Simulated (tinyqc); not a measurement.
A short-path metal as competitor: size effects in the resistivity of thin metal films and interconnect lines. Computed by tinyqc, a small Python program. Command: `OMP_NUM_THREADS=1 python tinyqc.py 3011746 3011747 out.jsonl size walk`. One thread of a shared host (Intel(R) Xeon(R) Processor @ 2.30GHz), about 0.01 s of CPU time with the checks.

Electrons lose their drift at surfaces (a share 1 - p of the hits) and at grain boundaries (reflection R), besides bulk scattering. The line sits in a trench with a non-conducting liner on both walls and the bottom; the spacing equals the drawn width.

Inputs (values chosen for the exercise, modelled on copper):
```
quantity,value,unit
bulk resistivity rho_b,1.68,microohm cm
bulk mean free path lambda,38.7,nm
specularity p,0.77,-
grain-boundary reflection R,0.36,-
grain size over metal width,0.76,-
aspect ratio (height over width),2.4,-
liner thickness t,0.7,nm
competitor: rho_b relative to this metal,3.9,-
competitor: lambda relative to this metal,0.42,-
competitor: liner relative to t,0,-
```

Geometry: line.

Method:
- Fuchs-Sondheimer film: rho_b/rho = 1 - (3/(2 kappa))(1 - p) int_0^1 (s - s^3)(1 - exp(-kappa/s))/(1 - p exp(-kappa/s)) ds, f = rho/rho_b, kappa = thickness/lambda, 80 Gauss-Legendre points.
- Line: the excess of a film of thickness w_m and of a film of thickness h_m are added, rho/rho_b = 1 + (f(w_m) - 1) + (f(h_m) - 1), an estimate that holds best when both sides exceed lambda.
- Mayadas-Shatzkes: alpha = (lambda/D) R/(1 - R); rho_b/rho = 1 - 3 alpha/2 + 3 alpha^2 - 3 alpha^3 ln(1 + 1/alpha).
- w_m = w - 2t, h_m = (aspect ratio) w - t, D = (ratio) w_m; rho = rho_b [1 + surface excess + grain excess].
- Effective resistivity rho (aspect ratio) w^2/(w_m h_m) for the metal with its liner, for the same metal without liner, and for a competitor with its own rho_b, lambda and liner, and for that competitor with the liner t; p, R, aspect and grain ratios are the same.

Effective resistivity (microohm cm):
```
w (nm),this metal,without liner,competitor,"competitor, liner t"
200,2.089,2.068,7.197,7.263
100,2.498,2.446,7.828,7.980
50,3.343,3.189,9.070,9.457
30,4.537,4.167,10.703,11.542
20,6.161,5.381,12.723,14.366
14,8.497,6.931,15.302,18.413
10,12.124,8.987,18.718,24.677
7,18.952,12.053,23.812,36.418
5,31.680,16.117,30.565,58.196
```

The competitor wins below a width between 7.00 and 5.00 nm. In narrow lines rho scales as rho_b lambda/w, and the product rho_b lambda of the competitor is 1.64 times this metal's. At the narrowest width the liner costs this metal a factor 1.97. With the same liner the competitor wins nowhere in the table; at the narrowest width the thinner liner lowers it from 58.2 to 30.6. Rows with w - 2t below lambda stretch the additive estimate. Metal widths below about 5 nm are outside this semiclassical model.

Extremes, crossings and ranges named in words are read from the listed rows.
